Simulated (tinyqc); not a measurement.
Trap density from one capacitance.

Inverse problem. Traps spread evenly through the insulator exchange electrons with the semiconductor by tunnelling, with tau(x) = t0 exp(2 ka x) at depth x from the interface. The admittance per area Y seen at depth x obeys dY/dx = -Y^2/(i w eps0 eox) + q Nb ln(1 + i w tau)/tau, with Y(0) = i w Cs and w = 2 pi f; the gate sees Y(tox) = G + i w C. Working variable y = Y/(i w), in uF/cm^2. Cox = eps0 eox/tox. Find Nb and G/w.

Inputs (values chosen for the exercise): relative permittivity of the insulator eox = 21.7; insulator thickness tox = 5.6 nm; semiconductor capacitance in accumulation Cs = 0.52 uF/cm^2; decay constant of the wave function in the insulator ka = 5.1 1/nm; time constant of a trap at the interface t0 = 2e-11 s; frequency f = 100 Hz.

Constants: q = 1.602176634e-19 C, eps0 = 8.8541878128e-14 F/cm where lengths are in cm. Results are converted to the units shown.

C = 0.53356028 uF/cm^2

Answer. C rises steadily with Nb, so one density matches; in practice ka and t0 must come from the frequency dependence.

Nb = 3.500e18 cm^-3 eV^-1
G/w = 0.006945 uF/cm^2

tinyqc, about 0.4 s, one thread, Intel Xeon 2.30GHz (shared host): `OMP_NUM_THREADS=1 python tinyqc.py 2202145 2202146 out.jsonl`
